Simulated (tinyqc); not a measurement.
## MOS inversion layer, Poisson-Schroedinger loop: effect of the temperature

Electrons confined at an insulator interface at z = 0, treated as a hard wall; parabolic valleys, Hartree approximation, no image or exchange terms. The depletion charge lies far deeper than the electrons and gives a uniform field q Nd/(eps0 eps_r); the gate balances all charge. Energies are counted from the band edge at the interface.

Schroedinger equation -(C/mz) psi'' + (V0 + U) psi = E psi, C = hbar^2/(2 m0), psi(0) = 0, on a uniform mesh of 800 nodes with a far wall at 16 nm, 8 levels a set; V0 = q Nd z/(eps0 eps_r); dU/dz = q (Ns - integral of n from 0 to z)/(eps0 eps_r), U(0) = 0; N_k = g md m0 q Vt/(pi hbar^2) ln(1 + exp((EF - E_k)/Vt)), g the number of valleys of the set, sum N_k = Ns. Triangular well: E_k = a_k (C F^2/mz)^(1/3), a_1 = 2.338107, a_2 = 4.087949, C = hbar^2/(2 m0), F in eV/nm. Fang-Howard (all electrons in the lowest level of set A): b^3 = 6 (mz1/C) q (Nd + 11 Ns/32)/(eps0 eps_r), centroid 3/b, level C b^2/(4 mz1) + (3/b) q (Nd + 11 Ns/16)/(eps0 eps_r). The centroid adds 3.9 z_av/eps_r to an oxide-equivalent thickness. Shares under 0.0001 % are printed as 0.

Parameters, values chosen for the exercise; masses and permittivity close to those of 4H silicon carbide (0001): relative permittivity eps_r = 9.64; mass along z of valley set A (3 valley(s)) mz1 = 0.324 m0; in-plane density-of-states mass of set A md1 = 0.427 m0; sheet density of electrons Ns = 9.8e12 cm^-2; sheet density of depletion charge Nd = 1.2e12 cm^-2.

Constants: q = 1.602176634e-19 C, kB = 1.380649e-23 J/K, hbar = 1.054571817e-34 J s, m0 = 9.1093837015e-31 kg, Vt = kB T/q, eps0 = 8.8541878128e-14 F/cm where lengths are in cm, hbar^2/(2 m0) = 0.0380998212 eV nm^2. Results are converted to the units shown.

The same in every row: Fang-Howard centroid (nm) = 1.83.

Effect of the temperature:

| T (K) | A1 (meV) | A2 (meV) | EF (meV) | share of A1 (%) | share of A2 (%) | centroid z_av (nm) | added oxide equivalent (nm) |
|---|---|---|---|---|---|---|---|
| 20 | 346 | 454 | 364 | 100 | 0 | 1.73 | 0.698 |
| 50 | 346 | 454 | 364 | 100 | 0 | 1.73 | 0.698 |
| 77 | 346 | 454 | 364 | 100 | 0 | 1.73 | 0.698 |
| 120 | 346 | 455 | 362 | 100 | 0.00743 | 1.73 | 0.698 |
| 200 | 346 | 455 | 357 | 99.7 | 0.311 | 1.73 | 0.701 |
| 300 | 346 | 459 | 346 | 98.0 | 1.81 | 1.77 | 0.715 |
| 400 | 347 | 465 | 333 | 95.2 | 4.03 | 1.83 | 0.740 |
| 500 | 348 | 472 | 316 | 91.9 | 6.27 | 1.91 | 0.772 |

What does the comparison show?

As T goes from 20 to 500, A1 rises from 346 to 348 meV, the share of A1 falls from 100 to 91.9 % and the centroid rises from 1.73 to 1.91 nm. EF lies more than 2 meV above A1 for T = 20, 50, 77, 120, 200. The Fang-Howard centroid is 6.3 % above the full one in the first row, where A1 holds 100 %, and 3.8 % below it in the last, where A1 holds 91.9 %.

tinyqc, about 0.5 s, one thread, Intel Xeon 2.30GHz (shared host): `OMP_NUM_THREADS=1 python tinyqc.py 2160084 2160085 out.jsonl`
